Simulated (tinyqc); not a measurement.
## Capacitances against the relative permittivity between the lines

Endless row of lines of width wl, height tl and space sl between grounded planes at distance hd; e2 fills the gaps beside the lines, e1 the rest. Laplace's equation is solved on meshes of 3, 6 and 12 steps per unit u and extrapolated (Aitken), which is good to about 0.2 %. C_even (all lines at 1 V) is the capacitance Cg to the planes; C_odd (neighbours in antiphase) = Cg + 4 Cc if only nearest neighbours couple, which defines Cc; total with quiet neighbours Cg + 2 Cc. Plate values 2 eps0 e1 wl/hd and eps0 e2 tl/sl.

Values chosen for this exercise:
```
symbol  value  unit                                          meaning
e1        4.2        relative permittivity above and below the lines
wl          4     u                           line width, in units u
tl          8     u                                      line height
sl          4     u                              space between lines
hd          4     u                           distance to each plane
```

Constants: eps0 = 8.8541878128e-12 F/m. Results are converted to the units shown.

The same in every row: plate Cg (aF/um) = 74.4.

Capacitances against the relative permittivity between the lines:

| e2 | Cg (aF/um) | Cc (aF/um) | Cg + 2 Cc (aF/um) | C_odd (aF/um) | plate Cc (aF/um) | share of coupling, 2 Cc/(Cg + 2 Cc) (%) |
|---|---|---|---|---|---|---|
| 1 | 128 | 26.7 | 182 | 235 | 17.7 | 29.4 |
| 1.5 | 131 | 35.3 | 201 | 272 | 26.6 | 35.1 |
| 2 | 132 | 44.0 | 220 | 308 | 35.4 | 39.9 |
| 2.5 | 134 | 52.6 | 239 | 344 | 44.3 | 44.0 |
| 3 | 135 | 61.4 | 258 | 381 | 53.1 | 47.6 |
| 3.9 | 137 | 77.1 | 291 | 445 | 69.1 | 53.0 |
| 5 | 138 | 96.4 | 331 | 524 | 88.5 | 58.2 |
| 7 | 140 | 132 | 404 | 667 | 124 | 65.2 |

As e2 goes from 1 to 7, Cg rises from 128 to 140 aF/um, Cc rises from 26.7 to 132 aF/um and the share of coupling rises from 29.4 to 65.2 %. Cg is 1.73 times its plate value in the first row and 1.89 times in the last; for Cc the ratios are 1.51 and 1.06. Neighbours in antiphase raise the load by a factor of 1.29 and 1.65 over quiet ones.

Numbers from tinyqc (`OMP_NUM_THREADS=1 python tinyqc.py 2790231 2790232 out.jsonl`; about 0.5 s on one thread of a shared Intel Xeon 2.30GHz).
